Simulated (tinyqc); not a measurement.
Worked calculation: hydrogenic donor in a hard-walled well (variational). Values are carried at full precision from step to step, so a last printed digit may differ when a step is redone from the rounded ones.

Constants: Ry = 13.60569312 eV; a0 (Bohr radius) = 0.5291772105 angstrom; hbar^2/2m0 = 3.80998211 eV angstrom^2; e^2/(4 pi eps0) = 14.39964547 eV angstrom.

Inputs chosen for the exercise (near those of GaN; the results hold for these values, not for the real material):
- m = 0.198 m0 (mass)
- eps = 9.1 (dielectric constant)
- L = 109 angstrom (well width)
- zi = 17 angstrom (position of the donor from the centre)
- lam = 32 angstrom (trial length)
- lams = (14, 18, 22, 26, 31, 37, 46) angstrom (trial lengths)

## Bulk donor

Ry* = Ry m/eps^2, a* = a0 eps/m, and the subband energy c (pi/L)^2/m with c = hbar^2/2m0.

Ry* = 32.531 meV
a* = 24.32 angstrom
subband energy = 15.98 meV

## One trial length

Trial function cos(pi z/L) exp(-r/lam), r measured from the donor at zi, walls at +/- L/2, one eps everywhere. Counted from the lowest subband, E(lam) = c/(m lam^2) - (q/eps) I0/I1, with I0 the integral of cos^2(pi z/L) exp(-2|z - zi|/lam) over the well and I1 the same with the factor (|z - zi| + lam/2); c = hbar^2/2m0, q = e^2/(4 pi eps0). The binding energy is -E at the minimum.

Evaluate I0, I1 and both terms.

I0 = 20.421 angstrom
I1 = 559.6 angstrom^2
kinetic term = 18.791 meV
Coulomb term = -57.749 meV
E = -38.958 meV

## Scan and minimum

E for each trial length, then the minimum.

Scan:
```
lam (angstrom)  kinetic (meV)  Coulomb (meV)  E (meV)
14                     98.175       -118.497  -20.322
18                     59.390        -94.342  -34.952
22                     39.757        -79.099  -39.342
26                     28.465        -68.592  -40.127
31                     20.023        -59.268  -39.245
37                     14.056        -51.354  -37.298
46                      9.094        -43.214  -34.121
```

best lam = 25.6 angstrom
binding energy = 40.13 meV
in Ry* = 1.234

At L = 4.48 a* this donor is bound more strongly than in the bulk.

## Checks

- Binding at the centre of a very wide well (200 a*) against Ry*, meV: 32.54 against 32.53.
- Binding in a very thin well (a*/2000) against 4 Ry*, meV: 130.0 against 130.1.

tinyqc: `OMP_NUM_THREADS=1 python tinyqc.py 1281063 1281064 out.jsonl`; about 0.05 s, one thread, shared Intel(R) Xeon(R) Processor @ 2.30GHz.
